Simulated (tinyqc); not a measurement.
Gated graphene: carriers, quantum capacitance and optical conductivity, step by step. Values are carried at full precision from step to step, so a last printed digit may differ when a step is redone from the rounded ones.

Cones E = +/- hv |k|, four flavours, D(E) = 2|E|/(pi hv^2). n = (2/pi)(kT/hv)^2 F_1(mu/kT), p = (2/pi)(kT/hv)^2 F_1(-mu/kT), in 1/angstrom^2 (1e16 for 1/cm^2); F_1(eta) = integral_0^infinity x dx/(1 + exp(x - eta)). Cq/e^2 = d(n - p)/d mu = (2 kT/(pi hv^2)) ln(2 + 2 cosh(mu/kT)).

Gate: V = mu/e + e (n - p)/Cox with Cox/e^2 = k/(4 pi e2 t), t in angstrom, e2 = e^2/(4 pi eps0); 1/(eV angstrom^2) in C/e^2 equals 1602.176634 microfarad/cm^2; total 1/C = 1/Cox + 1/Cq.

Constants: kB = 8.617333262e-05 eV/K; e^2/(4 pi eps0) = 14.39964547 eV angstrom; fine-structure constant alpha = 0.007297352564.

Values chosen for the exercise (Fermi velocity near that of graphene, gate dielectric near HfO2; shifted at random, so the results belong to these values and not to a real crystal):
```
symbol  value  unit         meaning
hv      6.67   eV angstrom  hbar vF
T       77     K
k       18.6                dielectric constant of the gate layer
t       3      nm           its thickness
V       -0.4   V            gate voltage from the neutrality point
E       0.678  eV           photon energy
Gm      10     meV          intraband damping
```

## Chemical potential at the gate voltage

Solve the gate equation for mu.

Cox = 5.490 microfarad/cm^2
mu = -0.2593 eV
n = 0 1/cm^2
p = 4.82e+12 1/cm^2

mu takes 64.8 % of the gate voltage; the zero-temperature rule |mu| = hv sqrt(pi |n - p|) gives 0.2596 eV.

## Quantum capacitance

1/(eV angstrom^2) in C/e^2 equals 1602.176634 microfarad/cm^2; 1/C = 1/Cox + 1/Cq.

Cq = 5.945 microfarad/cm^2
C = 2.854 microfarad/cm^2
Cq at mu = 0 = 0.2109 microfarad/cm^2

C is 0.520 of Cox.

## Optical conductivity at one energy

Conductivity over sigma0 = e^2/(4 hbar): interband Re = sinh(E/2kT)/(cosh(mu/kT) + cosh(E/2kT)); intraband Re = (8 kT/pi) ln(2 cosh(mu/2kT)) Gm/(E^2 + Gm^2). A free sheet absorbs about pi alpha_f Re(sigma/sigma0), alpha_f the fine-structure constant (alpha among the constants).

Evaluate both parts and the absorption.

interband = 1.0000
intraband = 0.0072
absorption = 2.309 %

E is above 2|mu| = 0.5186 eV; at this temperature interband transitions are mostly open; the universal value is pi alpha_f = 2.293 %.

## Checks

- Cq/e^2 against the finite difference of n - p (1/(eV angstrom^2)): both 0.003710.

(tinyqc, `OMP_NUM_THREADS=1 python tinyqc.py 1650035 1650036 out.jsonl`, Intel(R) Xeon(R) Processor @ 2.30GHz, 1 thread, shared host, about 0.01 s.)
